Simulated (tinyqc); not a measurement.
# Changing the heater half-width b

Model: the 3-omega method: a line heater on a substrate with a thin film. Computed by tinyqc, a small Python program. Command: `OMP_NUM_THREADS=1 python tinyqc.py 3005412 3005413 out.jsonl threeomega sweep`. One thread of a shared host (Intel(R) Xeon(R) Processor @ 2.30GHz), about 0.02 s of CPU time with the checks.

A current at angular frequency omega = 2 pi f heats the line at 2 omega with the amplitude P per length; the temperature swing Delta T at 2 omega gives a voltage at 3 omega. The substrate is taken as semi-infinite and isotropic, and the heat capacity of heater and film is left out.

Inputs (values chosen for the exercise, modelled on a silicon-germanium alloy on gallium oxide):
```
quantity,value,unit
substrate conductivity kappa,21.6,W/(m K)
substrate heat capacity C,3.27,1e6 J/(m^3 K)
power amplitude per length P,5.8,W/m
current frequency f,57,Hz
film thickness t,46,nm
film conductivity kappa_f,4.1,W/(m K)
interface resistance R_i,5.9,m^2 K/GW
substrate thickness d_s,725,micrometre
temperature coefficient of resistance beta,1.7,1e-3/K
voltage amplitude V_1,1.6,V
```

Method:
- D = kappa/C; q = sqrt(2 i omega/D); penetration depth 1/|q| = sqrt(D/(2 omega)).
- Delta T_s = (P/(pi kappa)) int_0^infinity (sin x/x)^2 / sqrt(x^2 + (q b)^2) dx with (q b)^2 = i |q b|^2, averaged over the heater width (12 Gauss-Legendre points on each of the pieces 0, 14 log-spaced edges from 1e-5 to 1, and multiples of pi to 40 pi; the tail adds 1/(4 (40 pi)^2)).
- For |q| b much below 1: Delta T_s = (P/(pi kappa)) [-ln(|q| b) + eta - i pi/4], eta = 3/2 - C_E = 0.92278, with Euler's C_E = 0.5772157.
- One-dimensional flow across the film: Delta T_f = P (t/kappa_f + R_i)/(2 b); total in-phase swing Delta T = Delta T_s + Delta T_f; third-harmonic amplitude V_3 = V_1 beta |Delta T|/2 with the out-of-phase part included; the apparent film conductivity is t/(t/kappa_f + R_i).
- Take the in-phase swing at f and at 2f; in the narrow-line limit kappa = P ln 2/(2 pi [Delta T(f) - Delta T(2f)]), whatever the film and the heater width.

One run for each value:
```
heater half-width b (micrometre),error of the slope method (%),in-phase Delta T_s (K),Delta T_f (K),film share of the in-phase swing,|q| b
0.50,1.024e-03,0.5283,0.09929,0.1582,0.0052
0.94,3.618e-03,0.4743,0.05282,0.1002,0.0098
1.80,1.326e-02,0.4188,0.02758,0.0618,0.0187
3.40,4.727e-02,0.3644,0.01460,0.0385,0.0354
6.30,1.619e-01,0.3118,0.00788,0.0247,0.0656
12.00,5.829e-01,0.2568,0.00414,0.0159,0.1250
22.00,1.927e+00,0.2054,0.00226,0.0109,0.2291
42.00,6.770e+00,0.1516,0.00118,0.0077,0.4374
80.00,2.304e+01,0.1012,0.00062,0.0061,0.8331
```

Over the rows, error of the slope method (%) rises from 0.00102 to 23.0 (exponent d ln y / d ln x about 2.0 throughout); in-phase Delta T_s (K) falls from 0.528 to 0.101 (exponent d ln y / d ln x -0.17 between the first rows and -0.63 between the last); Delta T_f (K) falls from 0.0993 to 6.21e-4 (exponent d ln y / d ln x about -1.0 throughout). The exponent of Delta T_f stays at -1: the flux is P/(2b). Narrow heaters keep the slope method exact and raise the film signal as 1/b, while the substrate signal changes only as ln b as long as |q| b is well below 1.

Caution (all rows): the film does not conduct much worse than the substrate, so heat spreads in it and the one-dimensional step is only approximate, and wrong once kappa_f nears or exceeds kappa.

Extremes, crossings and ranges named in words are read from the listed rows.
